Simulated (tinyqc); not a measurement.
# Charges from the flat band at three thicknesses

Question. For a gate stack whose outer layer (permittivity e2) is made in three thicknesses t2, Vfb = V0 - (q/eps0) [Qb t2/e2 + r2 t2^2/(2 e2)], with Qb the sheet density of all charge below that layer and r2 the uniform density in it. Find V0, Qb and r2.

Inputs (values chosen for the exercise): relative permittivity of layer 2 e2 = 22.3.

Constants: q = 1.602176634e-19 C, eps0 = 8.8541878128e-14 F/cm where lengths are in cm. Results are converted to the units shown.

t2 (nm): [1.8, 4.4, 8.2]
Vfb (V): [-0.040255252, -0.041542197, -0.024675590]

Answer. A parabola through the three points gives the three coefficients.

V0 = -0.0333 V
Qb = 6.50e11 cm^-2
r2 = -1.90e18 cm^-3

tinyqc, about 0.01 s, one thread, Intel Xeon 2.30GHz (shared host): `OMP_NUM_THREADS=1 python tinyqc.py 2010156 2010157 out.jsonl`
